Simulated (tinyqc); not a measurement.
Inside a calculation. Model: bandgap voltage reference from two bipolar transistors.

Computed by the program tinyqc: `OMP_NUM_THREADS=1 python tinyqc.py 2062052 2062053 out.jsonl`, one thread of a shared Intel Xeon 2.30GHz, about 0.02 s for the whole run. Printed values are rounded.

Two transistors of area 1 and N carry the same current I. Is(T) = Is (T/T0)^eta exp[(Vg0 q/kB)(1/T0 - 1/T)], VBE1 = Vt ln(I/Is(T)) + I rb, VBE2 = Vt ln(I/(N Is(T))) + I rb/N. The amplifier forces I R1(T) = VBE1 - VBE2 + Vos, with R(T) = R (1 + tc (T - T0)) for both resistors, and the output is Vref = VBE1 + I R2(T). Base currents and the Early effect are neglected.

Parameters, values chosen for the exercise; values of the order met in silicon bipolar transistors:
```
symbol,value,unit,meaning
T0,300,K,reference temperature
Vg0,1.189,V,band-gap voltage extrapolated to 0 K
eta,3,,temperature exponent of the saturation current
Is,4.2e-16,A,saturation current of the unit transistor at T0
N,15,,area ratio of the second transistor
R1,27,kohm,"resistor across which the difference of VBE falls, at T0"
tc,1200,ppm/K,temperature coefficient of both resistors
Vos,0,mV,offset of the amplifier
rb,27,ohm,series resistance of the unit transistor
R2,253.3,kohm,output resistor at T0
T,333,K,temperature
```

Constants: q = 1.602176634e-19 C, kB = 1.380649e-23 J/K. Results are converted to the units shown.

## Operating point at the reference temperature

Vt = kB T/q; I = (Vt ln N + Vos)/(R1(T) - rb (1 - 1/N)). Evaluate at T = T0.

Vt = 0.0258520 V
I = 2.59533 uA
Is(T) = 4.2e-16 A
VBE1 = 0.582890 V
I R2 = 0.657397 V
Vref = 1.24029 V

## Operating point at another temperature

Vt = kB T/q; I = (Vt ln N + Vos)/(R1(T) - rb (1 - 1/N)).

Vt = 0.0286957 V
I = 2.77098 uA
Is(T) = 5.47842e-14 A
VBE1 = 0.509110 V
I R2 = 0.729685 V
Vref = 1.23879 V

From T0 to T, VBE1 changes by -73.8 mV and I R2 by 72.3 mV, which leaves -1.49 mV in Vref.

## Resistor for zero slope at T0, ideal case

With tc = 0, Vos = 0 and rb = 0 the current is proportional to T, dVBE/dT = (VBE - Vg0 - (eta - 1) Vt)/T, and Vref has zero slope at T0 when Vref = Vg0 + (eta - 1) Vt0. Find VBE1, its slope, that Vref, R2/R1 and the curvature d2Vref/dT2 = -(eta - 1) kB/(q T0).

VBE1 = 0.582796 V
dVBE/dT = -2.19303 mV/K
Vref = 1.24070 V
R2/R1 = 9.39755
curvature = -0.574489 uV/K^2
